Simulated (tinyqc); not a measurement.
Length of a molecular wire: coherent transport through a tight-binding bridge. Computed by the program tinyqc. Command: `OMP_NUM_THREADS=1 python tinyqc.py 111651 111652 out.jsonl`; one thread of a shared host (Intel(R) Xeon(R) Processor @ 2.60GHz), about 1 s.

A uniform bridge between two chains:
```
parameter                        value
site energy (eV)              0.090000
hopping in the bridge (eV)    0.740000
lead hopping (eV)             2.230000
couplings (eV)              1.19, 0.38
E (eV)                       -0.020000
```

T = Gamma_L Gamma_R |G_1n|^2 with the self-energies of semi-infinite chains.

Transmission against length:
```
sites           T     ln T
2      2.6588e-01  -1.3247
3      3.1752e-01  -1.1472
4      2.7436e-01  -1.2933
5      3.0519e-01  -1.1868
6      2.8494e-01  -1.2555
7      2.9264e-01  -1.2288
8      2.9701e-01  -1.2140
9      2.8101e-01  -1.2694
10     3.0962e-01  -1.1724
```

E lies inside the band of the bridge (|E - e|/2h = 0.074 < 1): T does not decay but oscillates with length, between 0.266 and 0.318 here, as levels of the bridge pass E.
